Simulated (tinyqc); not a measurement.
Photoconductance decay in a wafer: bulk and surface recombination modes, and iron detection by pair splitting: one step, computed by the program tinyqc.

Both faces of the wafer have the same S; injection is low and all coefficients are constant. x runs from -W/2 to W/2.

Question. Effective lifetime. Even modes cos(a x) obey b tan b = S W/(2 D) with b = a W/2, odd modes sin(a x) obey -b cot b = S W/(2 D); each decays at the rate 1/tau_b + D a^2. tau_eff is the decay time of the first mode. The surface time is 1/(D a^2) of that mode; shortcuts for it are W/(2 S), W^2/(pi^2 D) and their sum, whose error is sum/surface time - 1.

Inputs (values chosen for the exercise, modelled on p-type silicon):

| quantity | value | unit |
|---|---|---|
| thickness W | 525 | micrometre |
| diffusivity D | 32 | cm^2/s |
| bulk lifetime tau_b without iron | 130 | microsecond |
| surface recombination velocity S | 1700 | cm/s |

Give: tau_eff; surface time; W/(2 S); W^2/(pi^2 D); error of the sum; tau_eff/tau_b.

Answer.

tau_eff = 19.62 microsecond

surface time = 23.11 microsecond

W/(2 S) = 15.44 microsecond

W^2/(pi^2 D) = 8.727 microsecond

error of the sum = 4.586 %

tau_eff/tau_b = 0.1509

tau_eff is only 0.15 of tau_b, so it understates the bulk lifetime.
